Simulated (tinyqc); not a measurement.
Mesh and choice of bands: charge neutrality level from zone-averaged pseudopotential bands.

Empirical pseudopotential on the fcc lattice, atoms at +/- tau, tau = a (1,1,1)/8, no spin-orbit coupling. H(G,G') = c (2 pi/a)^2 |k + G|^2 delta + VS(q) cos(q.tau) + i VA(q) sin(q.tau), q = G - G', c = hbar^2/2m0; k and G in units of 2 pi/a; VS at |q|^2 = 3, 8, 11 and VA at 3, 4, 11, in rydberg, zero elsewhere. At each k the basis holds all G with |k + G|^2 up to 16; energies are counted from the fourth level at Gamma.

Mesh: k = sum_i (n_i + 1/2)/N b_i, n_i = 0 ... N - 1, b = (-1,1,1), (1,-1,1), (1,1,-1); points with the same sorted |kx|, |ky|, |kz| after folding to the shortest k + G are joined, with their count as weight. Neutrality (branch-point) level: E_N = (1/2) mean over k of [E5 + (E3 + E4)/2], E_n the n-th level from below.

Constants: hbar^2/2m0 = 3.80998211 eV angstrom^2; Ry = 13.60569312 eV.

Values chosen for the exercise (out of a larger set: classic local form factors of the size used for GaAs, without spin-orbit coupling; not measured data): a = 5.642 angstrom (lattice constant); VS = (-0.226, 0.01, 0.06) Ry (symmetric form factors); VA = (0.069, 0.051, 0.009) Ry (antisymmetric form factors).

E_N with E5 alone, and with (E5 + E6)/2 in its place.

Results:

| N | joined points | E_N (eV) | E_N, two conduction bands (eV) |
|---|---|---|---|
| 1 | 1 | 0.3459 | 1.1584 |
| 2 | 2 | 0.2852 | 0.9865 |
| 3 | 6 | 0.5302 | 0.8986 |
| 4 | 10 | 0.5019 | 0.9118 |
| 5 | 19 | 0.5099 | 0.9032 |

For scale, the lowest gap of this set is 1.44 eV. Against N = 5 the errors are -164, -225, +20 and -8 meV for N = 1 to 4 (N = 1 is the L point alone). Taking the second conduction band in moves E_N by +0.39 eV, more than the mesh error at N = 2: the definition, not the mesh, limits the estimate. Local form factors place the indirect gaps only to a few tenths of an eV, and E_N moves with them.

Program tinyqc; command `OMP_NUM_THREADS=1 python tinyqc.py 1881118 1881119 out.jsonl`; about 0.08 s on one thread of a shared Intel(R) Xeon(R) Processor @ 2.30GHz.
